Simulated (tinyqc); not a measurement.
Undoped symmetric double-gate MOSFET, analytic potential model: one step of the calculation.

An undoped body of thickness ts between two equal insulators and tied gates; long channel, electrons only, n = ni exp((psi - V)/Vt) with V the quasi-Fermi potential (0 at the source, Vd at the drain), constant mobility, no quantisation. Across the body psi(x) = V - 2 Vt ln[(ts/(2 beta)) sqrt(q ni/(2 eps0 eps_r Vt)) cos(2 beta x/ts)], x from the centre. Q is the electron charge per area of the whole body.

Problem. beta at the source by Newton steps in z = ln(tan beta). With V = 0, t = exp(z), beta = arctan(t): f = ln(beta) + (1/2) ln(1 + t^2) + 2 r beta t - (Vg - V0)/(2 Vt); with c = t/(1 + t^2), df/dz = c/beta + t c + 2 r t (c + beta); z(new) = z - f/(df/dz).

Values chosen for this exercise:
```
symbol  value  unit       meaning
T         293     K   temperature
Vg       0.42     V  gate voltage
```

Constants: q = 1.602176634e-19 C, kB = 1.380649e-23 J/K, Vt = kB T/q. Results are converted to the units shown.

z at the start = 0
r = 0.28515763
V0 = 0.54945361 V

Wanted: beta; f; df/dz; z after iteration 1.

Solution.

beta = 0.78540
f = 3.1165
df/dz = 1.8697
z after iteration 1 = -1.6668

Program tinyqc, `OMP_NUM_THREADS=1 python tinyqc.py 2440065 2440066 out.jsonl`; Intel Xeon 2.30GHz, shared host, one thread, about 0.01 s.
